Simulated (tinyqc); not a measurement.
Worked calculation: defect, radiative and Auger recombination at equal electron and hole densities (ABC model). Values are carried at full precision from step to step, so a last printed digit may differ when a step is redone from the rounded ones.

J/(e d) = Ae n + B n^2 + C n^3 with Ae = A + 4 S/w (four side walls, carriers spread evenly), e = 1.602176634e-19 C, lengths in cm; internal efficiency IQE = B n^2/(Ae n + B n^2 + C n^3); all injected carriers recombine in the layer.

Inputs chosen for the exercise (orders of magnitude like those quoted for Si; not measured data):
- A = 20000 1/s (defect rate)
- B = 3e-15 cm^3/s (radiative coefficient)
- C = 4.2e-30 cm^6/s (Auger coefficient)
- S = 0 cm/s (recombination velocity of the side walls)
- w = 680 micrometre (side of the square mesa)
- d = 79000 nm (active thickness)
- J = 0.077 A/cm^2 (current density)
- ex = 0.69 (extraction efficiency)
- Eph = 1.15 eV (photon energy)

## The efficiency peak

IQE peaks at n_p = sqrt(Ae/C); with Q = B/sqrt(Ae C), IQE_max = Q/(Q + 2).

Ae = 2.000e+04 1/s
n_p = 6.901e+16 1/cm^3
Q = 0.01035
IQE_max = 0.00515
J at the peak = 3.51 A/cm^2

The side walls are taken as passivated.

## Carrier density at the given current

G = J/(e d). Newton steps from the smallest of G/Ae, sqrt(G/B) and (G/C)^(1/3); stop when the relative step is below 1e-9.

G = 6.083e+19 1/(cm^3 s)

Newton steps:
```
step  n (1/cm^3)   rate/G  relative step
1     3.0417e+15  1.00240        -0.0024
2     3.0345e+15  1.00000       -3.6e-08
3     3.0345e+15  1.00000       -1.3e-16
```

n = 3.034e+15 1/cm^3

The start is an upper bound and the function is convex, so the steps fall monotonically; 3 are needed.

## Shares, lifetimes and light

Shares of the three paths; lifetime n/G = 1/(Ae + B n + C n^2); differential lifetime 1/(Ae + 2 B n + 3 C n^2) and bandwidth 1/(2 pi tau_d); optical power density ex IQE J Eph/e.

shares: defect 0.9976, radiative 0.0005, Auger 0.0019

lifetime = 4.99e+04 ns
differential lifetime = 4.97e+04 ns
bandwidth = 0.00320 MHz
optical power density = 2.77e-05 W/cm^2

The defect path is the largest; the device runs below its efficiency peak, where the defect and Auger shares are equal.

## Checks

- Density from Newton steps against bisection (1/cm^3): both 3.0345e+15.

Computed by tinyqc, a small Python program: `OMP_NUM_THREADS=1 python tinyqc.py 1651216 1651217 out.jsonl` (the numbers bound the seed that draws the inputs); one thread of a shared host (Intel(R) Xeon(R) Processor @ 2.30GHz), about 0.01 s for the whole set of steps.
